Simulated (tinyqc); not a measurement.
Threshold of a short bulk MOSFET: charge sharing, barrier lowering, narrow width: two steps of the calculation.

n-channel device on a p-type body, depletion approximation, full ionisation. Uniform doping N = Na. Vbi from Boltzmann statistics is rough for the degenerate source. Cox = eps0 eox/tox.

Inputs (values chosen for the exercise); band and dielectric values close to those of silicon:

| symbol | value | unit | meaning |
|---|---|---|---|
| T | 300 | K | temperature |
| Eg | 1.11 | eV | band gap |
| eps_r | 11.7 |  | relative permittivity |
| Nc | 2.84e19 | cm^-3 | conduction-band density of states at T |
| Nv | 2.69e19 | cm^-3 | valence-band density of states at T |
| eox | 8.82 |  | relative permittivity of the gate insulator (close to aluminium oxide) |
| tox | 19 | nm | insulator thickness |
| Na | 1.6e17 | cm^-3 | channel doping |
| Nsd | 1e20 | cm^-3 | source and drain doping |
| Vfb | -0.94 | V | flat-band voltage for the doping Na |
| xj | 48 | nm | junction depth |
| Vbs | -1 | V | body-source voltage |
| Vds | 0.5 | V | drain-source voltage |
| W | 490 | nm | gate width |
| xw | 1.5708 |  | shape factor of the fringing depletion at the width edges |
| L | 270 | nm | channel length |

Constants: q = 1.602176634e-19 C, kB = 1.380649e-23 J/K, Vt = kB T/q, eps0 = 8.8541878128e-14 F/cm where lengths are in cm. Results are converted to the units shown.

Task 1. Long-channel threshold and scales. ni = sqrt(Nc Nv) exp(-Eg/(2 Vt)), Eg in volts; 2 pB = 2 Vt ln(N/ni); flat band Vfb - Vt ln(N/Na); Wd = sqrt(2 eps0 eps_r (2 pB - Vbs)/(q N)); body term q N Wd/Cox; long-channel VT0 = flat band + 2 pB + body term; Vbi = Vt ln(N Nsd/ni^2); scale length l = sqrt((eps_r/eox) tox Wd).

Find: N; 2 pB; flat band; Wd; body term; VT0; Vbi; l.

Result 1.

N = 1.6000e17 cm^-3
2 pB = 0.84363 V
flat band = -0.94000 V
Wd = 122.07 nm
body term = 0.76133 V
VT0 = 0.66496 V
Vbi = 1.0101 V
l = 55.467 nm

Task 2. Short-channel and narrow-width shifts. Charge sharing (trapezoid; it ignores Vds): F = (xj/L)(sqrt(1 + 2 Wd/xj) - 1), lowering = body term times F. Barrier lowering: th = exp(-L/(2 l)) + 2 exp(-L/l), lowering = th [2 (Vbi - 2 pB) + Vds], DIBL = th. Narrow width: rise = body term times xw Wd/W. VT by each model = VT0 - lowering + rise.

2 pB = 0.84362931 V
Wd = 122.06858 nm
body term = 0.76132584 V
VT0 = 0.66495515 V
Vbi = 1.0100581 V
l = 55.467347 nm

Find: F; lowering by charge sharing; th; lowering of the barrier; DIBL; narrow-width rise; VT, charge sharing; VT, barrier lowering.

Result 2.

F = 0.2608
lowering by charge sharing = 198.6 mV
th = 0.1031
lowering of the barrier = 85.85 mV
DIBL = 103.1 mV/V
narrow-width rise = 297.9 mV
VT, charge sharing = 0.7643 V
VT, barrier lowering = 0.8770 V

L is 4.87 scale lengths. The charge-sharing lowering is 2.31 times the barrier lowering; the first falls off as 1/L and the second exponentially. Both describe the same loss of gate control, so they are alternatives and are not added.

Program tinyqc, `OMP_NUM_THREADS=1 python tinyqc.py 2002128 2002129 out.jsonl`; Intel Xeon 2.30GHz, shared host, one thread, about 0.01 s.
